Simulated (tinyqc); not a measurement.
Composition of the layer: band edges of strained Si(1-x)Ge(x) on relaxed Si(1-y)Ge(y).

Values are linear in the Ge fraction but for ED(x) = linear - CD x (1 - x) and a(x) = linear - Ca x (1 - x). Energies are on the common scale of Ev.

Coherent growth on a (001) face: e_par = (a(y) - a(x))/a(x), e_perp = -2 (C12/C11) e_par; exx = eyy = e_par, ezz = e_perp, no shear.

A valley with unit axis u lies at Ev + gap + (av + a_valley) tr(e) + Xu (u.e.u - tr(e)/3); the Delta axes are x, y, z and the L axes [111], [1-1-1], [-11-1], [-1-11]. The second-order shift of the Delta valleys under shear is left out; it lowers the pair normal to the sheared plane by tens of meV at a shear of 1 %.

Valence edges: Ev plus the levels of the 6 x 6 matrix of X, Y, Z times spin with -Dso/3 + l exx + m (eyy + ezz) on the diagonal (cyclic), n exy off it, l = av + 2 b, m = av - b, n = sqrt(3) d. Spin-orbit term (Dso/3) L.sigma on X, Y, Z with (L_k)_ij = -i epsilon_kij: <X+|H|Y+> = -i Dso/3, <X+|H|Z-> = Dso/3, <Y+|H|Z-> = -i Dso/3, <Z+|H|X-> = -Dso/3, <Z+|H|Y-> = i Dso/3, <X-|H|Y-> = i Dso/3, and their conjugates; + and - are the spin along z.

Values chosen for the exercise (end members near Si and Ge, in this order; not measured data): a = (5.43, 5.653) angstrom (lattice constant); Dso = (0.044, 0.293) eV (spin-orbit splitting); av = (2.44, 1.24) eV (valence hydrostatic potential); b = (-2.08, -2.54) eV (tetragonal shear potential); d = (-4.74, -5.33) eV (trigonal shear potential); C11 = (163.3, 130.3) GPa; C12 = (64.3, 48.4) GPa; C44 = (80, 66.2) GPa; Ev = (0, 0.6) eV (top of the unstrained valence band); ED = (1.176, 0.922) eV (gap to the Delta valleys); EL = (2.019, 0.741) eV (gap to the L valleys); aD = (1.64, 1.28) eV (hydrostatic potential of the Delta gap); aL = (-3.26, -2.97) eV (hydrostatic potential of the L gap); XuD = (9.42, 9.34) eV (uniaxial potential, Delta); XuL = (16.17, 15.1) eV (uniaxial potential, L); CD = 0.182 eV (bowing of the Delta gap); Ca = 0 angstrom (bowing of the lattice constant); face = 001 (growth face); y = 0 (Ge fraction of the relaxed buffer).

The buffer is kept. dEc = Ec(buffer) - Ec(layer), dEv = Ev(layer) - Ev(buffer); buffer edges Ev(y) and Ev(y) + min(ED, EL). The digit behind Delta or L counts whole valleys.

Results:

| x | e_par (%) | lowest valleys | gap (eV) | next valleys above (meV) | valence splitting (meV) | dEc (eV) | dEv (eV) |
|---|---|---|---|---|---|---|---|
| 0.08 | -0.33 | Delta4 | 1.105 | 55 | 19 | 0.020 | 0.051 |
| 0.16 | -0.65 | Delta4 | 1.037 | 109 | 33 | 0.036 | 0.103 |
| 0.24 | -0.98 | Delta4 | 0.971 | 163 | 46 | 0.049 | 0.156 |
| 0.31 | -1.26 | Delta4 | 0.915 | 210 | 56 | 0.057 | 0.204 |
| 0.39 | -1.58 | Delta4 | 0.854 | 262 | 68 | 0.063 | 0.259 |
| 0.55 | -2.21 | Delta4 | 0.739 | 366 | 91 | 0.064 | 0.372 |

Give the missing row, x = 0.47.

Computed row:
```
x     e_par (%)  lowest valleys  gap (eV)  next valleys above (meV)  valence splitting (meV)  dEc (eV)  dEv (eV)
0.47      -1.89          Delta4     0.795                       314                       79     0.065     0.315
```

The gap is 1.105 eV in the first row and 0.739 eV in the last. The lowest valleys are Delta4 throughout. Per 0.1 of x the valence offset moves by +68 meV on average; the conduction offset lies between +20 and +65 meV, not monotonically. Both carriers sit on one side in every row. Offsets below about 30 meV are within the spread of parameter sets, so those rows do not settle the type. Strains above 2 % can be kept only in layers of a few nanometres.

Run: tinyqc, `OMP_NUM_THREADS=1 python tinyqc.py 1050192 1050193 out.jsonl`; Intel(R) Xeon(R) Processor @ 2.30GHz, one thread, shared host; about 0.02 s of CPU time with all checks.
